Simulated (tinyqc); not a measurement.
From results back to parameters: tight-binding t2g bands of a cubic perovskite.

Problem. At Gamma the t2g levels lie at 0 and at (Dso + Dt)/2 -/+ sqrt((Dso + Dt)^2/4 - 2 Dso Dt/3), with Dso > 0 and here Dt < 0. The two levels other than 0 come from hidden values.

levels (eV): -0.062423  0.018423

Find: Dso, Dt.

Solution. The sum of the two levels is Dso + Dt and their product 2 Dso Dt/3, so Dso and Dt are the roots of y^2 - S y + 3P/2 = 0; the positive one is Dso.

Dso, Dt (eV): 0.025  -0.069

Program tinyqc; command `OMP_NUM_THREADS=1 python tinyqc.py 1482768 1482769 out.jsonl`; about 0.01 s on one thread of a shared Intel(R) Xeon(R) Processor @ 2.30GHz.
